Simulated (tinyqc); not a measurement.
Worked calculation: plane-wave Kohn-Sham cycle with exchange-only LDA in a layered model solid. Computed by tinyqc, a small Python program that keeps every step. Settings: points = 16, plane-wave index or count = 2, electrons = 2, k points = 2, area = 38.0, mixing = 0.8, iteration cap = 78, Pulay depth = 5. Command: `OMP_NUM_THREADS=1 python tinyqc.py 21355 21356 out.jsonl` (the two numbers bound the seeds that draw the settings). One thread of a shared host (Intel(R) Xeon(R) Processor @ 2.60GHz), about 0.01 s of CPU time with the checks. Later iterations appear only in the table of the cycle.

## Iteration 1: potential

A solid whose potential varies along x alone (atomic units):
```
parameter                      value
period a                    8.700000
cross-section of the cell  38.000000
electrons per cell                 2
grid points                       16
plane waves -n..n, n               2
k points                           2
V1 in V1 cos(2 pi x/a)     -0.420000
V2 in V2 cos(4 pi x/a)      0.010000
```

density at the start, on the grid x_j = j a/N (e/bohr^3): 0.0060496  0.0060496  0.0060496  0.0060496  0.0060496  0.0060496  0.0060496  0.0060496  0.0060496  0.0060496  0.0060496  0.0060496  0.0060496  0.0060496  0.0060496  0.0060496

V_H(G) = 4 pi rho(G)/G^2 for G != 0 (uniform background); v_x = -(3 rho/pi)^(1/3); V = V_ext + V_H + v_x; Fourier components f(G_m) = (1/N) sum_j f(x_j) exp(-i G_m x_j).

Potentials on the grid (hartree):
```
x           V_ext      V_H       v_x         V
0.00000  -0.41000  0.00000  -0.17943  -0.58943
0.54375  -0.38096  0.00000  -0.17943  -0.56039
1.08750  -0.29698  0.00000  -0.17943  -0.47642
1.63125  -0.16780  0.00000  -0.17943  -0.34723
2.17500  -0.01000  0.00000  -0.17943  -0.18943
2.71875   0.15366  0.00000  -0.17943  -0.02578
3.26250   0.29698  0.00000  -0.17943   0.11755
3.80625   0.39510  0.00000  -0.17943   0.21567
4.35000   0.43000  0.00000  -0.17943   0.25057
4.89375   0.39510  0.00000  -0.17943   0.21567
5.43750   0.29698  0.00000  -0.17943   0.11755
5.98125   0.15366  0.00000  -0.17943  -0.02578
6.52500  -0.01000  0.00000  -0.17943  -0.18943
7.06875  -0.16780  0.00000  -0.17943  -0.34723
7.61250  -0.29698  0.00000  -0.17943  -0.47642
8.15625  -0.38096  0.00000  -0.17943  -0.56039
```

V(G_m), m = 0, 1, 2, ... (hartree): -0.17943  -0.21000  0.00500  0.00000  0.00000

## Iteration 1: Hamiltonian at one k

k = 0.25000 2 pi / a

H(m,m') = (k + G_m)^2/2 delta + V(G_m - G_m'), with V(-G) = V(G).

H (hartree):
```
          -2        -1        +0        +1        +2
-2   0.61924  -0.21000   0.00500   0.00000   0.00000
-1  -0.21000  -0.03274  -0.21000   0.00500   0.00000
+0   0.00500  -0.21000  -0.16313  -0.21000   0.00500
+1   0.00000   0.00500  -0.21000   0.22805  -0.21000
+2   0.00000   0.00000   0.00500  -0.21000   1.14082
```

## Iteration 1: levels at that k

Diagonalise the Hermitian matrix.

eigenvalues (hartree): -0.38025  0.00016  0.29672  0.68682  1.18878

## Iteration 1: new density

Motion across x is left out: the lowest 1 band(s) hold two electrons at each of the k points (j + 1/2)/nk - 1/2. Residual R = rho(out) - rho(in); rho(new) = rho(in) + 0.8 R. rho(out) = 2/(a A nk) sum |psi|^2 with psi = sum c exp(i G x). Harris energy E = band energy - dV sum rho (V_H/2 + v_x) + (3/4) dV sum rho v_x with rho(in), dV = a A/N, band energy = (2/nk) sum of the filled levels.

rho(out) (e/bohr^3): 0.0185161  0.0165028  0.0116670  0.0065256  0.0028963  0.0010470  0.0003372  0.0001231  0.0000799  0.0001231  0.0003372  0.0010470  0.0028963  0.0065256  0.0116670  0.0165028

density after iteration 1 (e/bohr^3): 0.0160228  0.0144122  0.0105435  0.0064304  0.0035270  0.0020475  0.0014796  0.0013084  0.0012738  0.0013084  0.0014796  0.0020475  0.0035270  0.0064304  0.0105435  0.0144122

energy per cell = -0.6707823 hartree

## Iteration 2: potential

As before.

Potentials on the grid (hartree):
```
x           V_ext       V_H       v_x         V
0.00000  -0.41000   0.18282  -0.24826  -0.47544
0.54375  -0.38096   0.16480  -0.23964  -0.45580
1.08750  -0.29698   0.11644  -0.21593  -0.39648
1.63125  -0.16780   0.05144  -0.18312  -0.29948
2.17500  -0.01000  -0.01537  -0.14990  -0.17526
2.71875   0.15366  -0.07325  -0.12504  -0.04464
3.26250   0.29698  -0.11655  -0.11221   0.06822
3.80625   0.39510  -0.14299  -0.10770   0.14440
4.35000   0.43000  -0.15185  -0.10675   0.17140
4.89375   0.39510  -0.14299  -0.10770   0.14440
5.43750   0.29698  -0.11655  -0.11221   0.06822
5.98125   0.15366  -0.07325  -0.12504  -0.04464
6.52500  -0.01000  -0.01537  -0.14990  -0.17526
7.06875  -0.16780   0.05144  -0.18312  -0.29948
7.61250  -0.29698   0.11644  -0.21593  -0.39648
8.15625  -0.38096   0.16480  -0.23964  -0.45580
```

V(G_m), m = 0, 1, 2, ... (hartree): -0.16388  -0.16301  0.00580  0.00136  0.00012

## Iteration 2: Hamiltonian at one k

k = 0.25000 2 pi / a

As before.

H (hartree):
```
          -2        -1        +0        +1        +2
-2   0.63479  -0.16301   0.00580   0.00136   0.00012
-1  -0.16301  -0.01719  -0.16301   0.00580   0.00136
+0   0.00580  -0.16301  -0.14758  -0.16301   0.00580
+1   0.00136   0.00580  -0.16301   0.24360  -0.16301
+2   0.00012   0.00136   0.00580  -0.16301   1.15637
```

## Iteration 2: levels at that k

As before.

eigenvalues (hartree): -0.29906  0.02071  0.28706  0.67580  1.18548

## Iteration 2: new density

B (overlaps of the stored error matrices):
```
               1              2
1  6.7860495e-04  8.5591007e-05
2  8.5591007e-05  1.2176728e-05
```

Motion across x is left out: the lowest 1 band(s) hold two electrons at each of the k points (j + 1/2)/nk - 1/2. Residual R = rho(out) - rho(in); rho(new) = rho(in) + 0.8 R; Pulay mixing then takes sum c_i of the stored mixed densities, with c from B_ij = sum R_i R_j as in DIIS. rho(out) = 2/(a A nk) sum |psi|^2 with psi = sum c exp(i G x). Harris energy E = band energy - dV sum rho (V_H/2 + v_x) + (3/4) dV sum rho v_x with rho(in), dV = a A/N, band energy = (2/nk) sum of the filled levels.

rho(out) (e/bohr^3): 0.0172052  0.0155510  0.0114846  0.0069428  0.0034658  0.0014678  0.0005658  0.0002368  0.0001593  0.0002368  0.0005658  0.0014678  0.0034658  0.0069428  0.0114846  0.0155510

DIIS coefficients: -0.14129  1.14129

density after iteration 2 (e/bohr^3): 0.0171024  0.0154520  0.0114027  0.0068982  0.0034711  0.0015182  0.0006453  0.0003300  0.0002562  0.0003300  0.0006453  0.0015182  0.0034711  0.0068982  0.0114027  0.0154520

energy per cell = -0.5921252 hartree

## Convergence

Stop when sqrt(dV sum R^2) is below 1e-8, dV = a A/N.

Course of the cycle:
```
iteration  E (hartree)  norm of the residual
1           -0.6707823              1.18e-01
2           -0.5921252              1.59e-02
3           -0.5916041              1.57e-03
4           -0.5916255              5.76e-05
5           -0.5916255              8.81e-05
6           -0.5916255              3.96e-07
7           -0.5916255              2.27e-08
8           -0.5916255              6.10e-10
```

Converged in 8 iterations. Before convergence this energy mixes input and output and is not variational, so it may rise towards its limit.
